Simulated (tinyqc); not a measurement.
Order of mass and momentum: double quantum well by finite differences.

Finite differences on points z_i at the centres of cells of width h: H_ii = (c/h^2)(1/m_(i-1/2) + 1/m_(i+1/2)) + V_i, H_(i,i+1) = -(c/h^2)/m_(i+1/2), where m_(i+1/2) is the mean of the masses at the two points (the end values are repeated outwards), psi = 0 on the points beyond both ends, c = hbar^2/2m0. The field adds e F (z - z0) with z0 the middle of the structure; 1 kV/cm = 1e-5 eV/angstrom.

Constants: hbar^2/2m0 = 3.80998211 eV angstrom^2.

Values chosen for the exercise (out of a larger set: near those of an InGaAs well in InAlAs; not measured data): layers = ((33, 0.5, 0.0738), (33, 0, 0.0399), (22, 0.5, 0.0738), (33, 0, 0.0399), (33, 0.5, 0.0738)) (each layer: thickness in angstrom, band edge in eV, mass in m0); F = 130 kV/cm (field along z); hf = 0.6875 angstrom (cell width of the fine grid).

Fine grid. Hermitian kinetic operators m^a p m^b p m^a with 2a + b = -1: H_ii = (c/h^2) m_i^(2a) (m_(i-1/2)^b + m_(i+1/2)^b) + V_i, H_(i,i+1) = -(c/h^2) m_i^a m_(i+1)^a m_(i+1/2)^b; BenDaniel-Duke is a = 0. The halved form has H_ii = 2c/(h^2 m_i) + V_i and H_(i,i+1) = -(c/2h^2)(1/m_i + 1/m_(i+1)). The shifts are measured against BenDaniel-Duke; the last column repeats E1 with cells of hf/4.

Levels (eV):

| operator | E1 | E2 | E1 - E1(BDD) (meV) | E1 at hf/4 |
|---|---|---|---|---|
| BenDaniel-Duke | 0.1542 | 0.2397 | 0.0 | 0.1543 |
| (1/m) p^2 + p^2 (1/m), halved | -0.2110 | -0.1063 | -365.1 | -4.8037 |
| m^(-1/2) p^2 m^(-1/2) | 0.2309 | 0.3277 | 76.8 | 0.2311 |
| m^(-1/4) p m^(-1/2) p m^(-1/4) | 0.1916 | 0.2825 | 37.5 | 0.1918 |
| one mass, the smallest | 0.1861 | 0.2997 | 31.9 | 0.1863 |

What can be read from this table?

The three forms m^a p m^b p m^a span 76.8 meV in E1, 90 % of E2 - E1; they differ only at the mass steps (largest to smallest mass 1.85), where m^a psi is the continuous quantity. Dropping the mass step altogether moves E1 by +31.9 meV. Refining the grid moves the halved form by -4592.7 meV, against at most 0.16 meV for the other three: at an abrupt step it has no limit as the grid is refined.

(tinyqc, `OMP_NUM_THREADS=1 python tinyqc.py 1250869 1250870 out.jsonl`, Intel(R) Xeon(R) Processor @ 2.30GHz, 1 thread, shared host, about 0.03 s.)
